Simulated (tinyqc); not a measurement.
# Interface traps from C-V curves, high-low and Terman methods: what changes with what

MOS capacitor on an n-type substrate; psi is the band bending, negative in depletion; only majority carriers are counted. At the bending psi the Fermi level lies y = xi - psi below the conduction edge at the surface, xi = Vt ln(Nc/Nd). Dit(y) = D0 + D1 exp(-y/E1); traps fill up to the Fermi level, follow the bias and a slow signal, and do not follow a fast one. V is the gate voltage from flat band.

Parameters, values chosen for the exercise; band and dielectric values close to those of germanium:

| symbol | value | unit | meaning |
|---|---|---|---|
| T | 300 | K | temperature |
| eps_r | 16.2 |  | relative permittivity |
| Nc | 1.04e19 | cm^-3 | conduction-band density of states at T |
| Nd | 1.4e17 | cm^-3 | donor density |
| EOT | 19 | nm | equivalent oxide thickness |
| D0 | 5.5e10 | cm^-2 eV^-1 | trap density far from the band edge |
| D1 | 2.1e12 | cm^-2 eV^-1 | band-tail density at the conduction edge |
| E1 | 0.18 | eV | decay energy of the tail |

Constants: q = 1.602176634e-19 C, kB = 1.380649e-23 J/K, Vt = kB T/q, eps0 = 8.8541878128e-14 F/cm where lengths are in cm. Results are converted to the units shown.

Each table varies one quantity; the others keep the values above.

## Effect of the oxide thickness on the signal

Cox = 3.9 eps0/EOT, LD = sqrt(eps0 eps_r Vt/(q Nd)), u = psi/Vt, Cd = (eps0 eps_r/(sqrt(2) LD)) |exp(u) - 1|/sqrt(exp(u) - u - 1). Ideal V0 = psi - sqrt(2) (eps0 eps_r Vt/LD) sqrt(exp(u) - u - 1)/Cox for psi < 0; the traps add dV = (q/Cox) times the integral of Dit from 0 to psi = (q/Cox) [D0 psi + D1 E1 exp(-xi/E1) (exp(psi/E1) - 1)]. 1/C_HF = 1/Cox + 1/Cd, 1/C_LF = 1/Cox + 1/(Cd + q Dit). All at psi = -0.139 V.

Results:
```
EOT (nm)  dV (mV)  C_HF (nF/cm^2)  C_LF (nF/cm^2)  (C_LF - C_HF)/Cox (%)
1.4        -7.612           325.6           393.1                  2.737
2.5        -13.59           295.0           349.4                  3.936
4.4        -23.92           253.8           293.0                  4.999
8          -43.50           200.7           224.5                  5.505
14         -76.12           148.8           161.5                  5.139
46         -250.1           62.55           64.68                  2.843
```

Estimate the missing row, EOT = 26 nm.

Computed row:
```
EOT (nm)  dV (mV)  C_HF (nF/cm^2)  C_LF (nF/cm^2)  (C_LF - C_HF)/Cox (%)
26         -141.4           98.09           103.4                  4.030
```

With this row back in the table: The stretch-out grows in proportion to the EOT, from -7.61 to -250 mV, so thin oxides leave Terman's method little to read; the high-low gap goes from 2.74 through a maximum of 5.51 (at EOT = 8 nm among the rows listed) to 2.84 % of Cox.

## Subthreshold swing with traps

Same model as above.

At psi = -0.139 V the swing of a transistor with this gate would be S = Vt ln 10 (1 + (Cd + q Dit)/Cox), Dit as above.

Subthreshold swing with traps:
```
D0 (cm^-2 eV^-1)  Dit (cm^-2 eV^-1)  q Dit/Cox  S (mV/decade)
8.5e9                     5.3107e11    0.46817         210.26
2.5e10                    5.4757e11    0.48271         211.12
7.3e10                    5.9557e11    0.52503         213.64
2.1e11                    7.3257e11    0.64580         220.83
6.2e11                    1.1426e12     1.0072         242.35
1.8e12                    2.3226e12     2.0475         304.27
5.3e12                    5.8226e12     5.1329         487.93
1.5e13                    1.5523e13     13.684         996.95
```

What does the comparison show?

S rises from 210 to 997 mV/decade; without traps it is 182. The traps add 10 mV/decade at Dit = 1.91e11 cm^-2 eV^-1 and equal Cox at 1.13e12.

Range of the model: In a narrow-gap semiconductor minority carriers respond as well once the bending nears the inversion point; they are left out.

tinyqc, about 0.01 s, one thread, Intel Xeon 2.30GHz (shared host): `OMP_NUM_THREADS=1 python tinyqc.py 2030065 2030066 out.jsonl`
